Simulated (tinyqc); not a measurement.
Inputs raised by 2 %, one at a time: minority-electron transport through the base of a bipolar transistor (Moll-Ross and Kroemer integrals). Computed by tinyqc, a small Python program. Command: `OMP_NUM_THREADS=1 python tinyqc.py 3029257 3029258 out.jsonl base sens`. One thread of a shared host (Intel(R) Xeon(R) Processor @ 2.30GHz), about 0.01 s of CPU time with the checks.

Low injection, one dimension, x from the emitter edge (0) to the collector edge (W), s = x/W. Recombination is treated as a small correction (valid for tau_B well below tau_n), computed from the stored charge.

Inputs (values chosen for the exercise, modelled on GaAs):

| quantity | value | unit |
|---|---|---|
| intrinsic density n_i at the emitter edge | 2.1e+06 | 1/cm^3 |
| base doping at the emitter edge N_0 | 4e+18 | 1/cm^3 |
| base width W | 34 | nm |
| mu_min | 970 | cm^2/(V s) |
| mu_max | 7310 | cm^2/(V s) |
| N_ref | 1.4e+17 | 1/cm^3 |
| saturation velocity v_s | 0.91 | 1e7 cm/s |
| electron lifetime tau_n | 32 | ns |
| emitter Gummel number G_E | 2.1e+14 | s/cm^4 |
| base-emitter voltage V_BE | 1 | V |
| temperature T | 300 | K |
| doping ratio N_0/N(W) | 4.7 | - |
| gap narrowing across the base dE_g | 92 | meV |

Base doping profile: exponential. Gap grading: linear. Exit of the base: infinite sink.

Constants: k_B = 8.617333262e-05 eV/K; e = 1.602176634e-19 C.

Method:
- N(x) = N_0 (ratio)^(-s); n_i(x)^2 = n_i^2 exp(s dE_g/k_B T); D(x) = (k_B T/e) mu, mu = mu_min + (mu_max - mu_min)/(1 + (N/N_ref)^0.7).
- With y(x) = N n_i^2/(D n_i(x)^2): base Gummel number G_B = int_0^W y dx; J_C = e n_i^2 exp(e V_BE/k_B T)/G_B; n(x) = (J_C/e)(n_i(x)^2/(N n_i^2)) [int_x^W y dx]; transit time tau_B = (e/J_C) int n dx; trapezoid rule on 401 even points.
- Emitter-limited gain beta_E = G_E/G_B; recombination-limited gain beta_R = tau_n/tau_B; 1/beta = 1/beta_E + 1/beta_R; f_T from the base alone = 1/(2 pi tau_B).

Runs:

| input moved | from | to | base transit time tau_B (ps) | current gain beta | collector current density J_C (A/cm^2) | base Gummel number G_B (s/cm^4) |
|---|---|---|---|---|---|---|
| base run | - | - | 0.03663 | 3344 | 0.711 | 6.256e+10 |
| base width W (nm) | 34 | 34.68 | 0.03811 | 3278 | 0.697 | 6.381e+10 |
| doping ratio N_0/N(W) | 4.7 | 4.794 | 0.03641 | 3359 | 0.715 | 6.228e+10 |
| gap narrowing across the base dE_g (meV) | 92 | 93.84 | 0.03625 | 3386 | 0.720 | 6.178e+10 |
| mu_min (cm^2/(V s)) | 970 | 989.4 | 0.03631 | 3380 | 0.719 | 6.190e+10 |
| electron lifetime tau_n (ns) | 32 | 32.64 | 0.03663 | 3344 | 0.711 | 6.256e+10 |
| emitter Gummel number G_E (s/cm^4) | 2.1e+14 | 2.142e+14 | 0.03663 | 3411 | 0.711 | 6.256e+10 |
| base-emitter voltage V_BE (V) | 1 | 1.02 | 0.03663 | 3344 | 1.542 | 6.256e+10 |

Exponents ln(y'/y) / ln(x'/x):

| input | base transit time tau_B | current gain beta | collector current density J_C | base Gummel number G_B |
|---|---|---|---|---|
| base width W | 2.000 | -1.004 | -1.000 | 1.000 |
| doping ratio N_0/N(W) | -0.309 | 0.225 | 0.225 | -0.225 |
| gap narrowing across the base dE_g | -0.520 | 0.632 | 0.633 | -0.633 |
| mu_min | -0.438 | 0.536 | 0.536 | -0.536 |
| electron lifetime tau_n | 0.000 | 0.004 | 0.000 | 0.000 |
| emitter Gummel number G_E | 0.000 | 0.996 | 0.000 | 0.000 |
| base-emitter voltage V_BE | 0.000 | 0.000 | 39.067 | 0.000 |

Among the inputs moved here: base transit time tau_B answers most in size to base width W (exponent +2.000), next to gap narrowing across the base dE_g (-0.520); its exponent is below 0.0005 for electron lifetime tau_n, emitter Gummel number G_E, base-emitter voltage V_BE. Its exponent +2.000 in base width W: diffusion, or drift in a field proportional to 1/W. current gain beta answers most in size to base width W (exponent -1.004), and about equally to emitter Gummel number G_E (+0.996); its exponent is below 0.0005 for base-emitter voltage V_BE. Its exponent -1.004 in base width W: emitter-limited gain, or recombination with a transit time limited by the exit velocity. Collector current density J_C answers most in size to base-emitter voltage V_BE (exponent +39.067), next to base width W (-1.000); its exponent is below 0.0005 for electron lifetime tau_n, emitter Gummel number G_E. base Gummel number G_B answers most in size to base width W (exponent +1.000), next to gap narrowing across the base dE_g (-0.633); its exponent is below 0.0005 for electron lifetime tau_n, emitter Gummel number G_E, base-emitter voltage V_BE. Its exponent +1.000 in base width W: G_B counts dopants per area.

Caution (all rows): the mean velocity exceeds v_s, so drift-diffusion with a low-field mobility overstates the speed.

Extremes, crossings and ranges named in words are read from the listed rows.
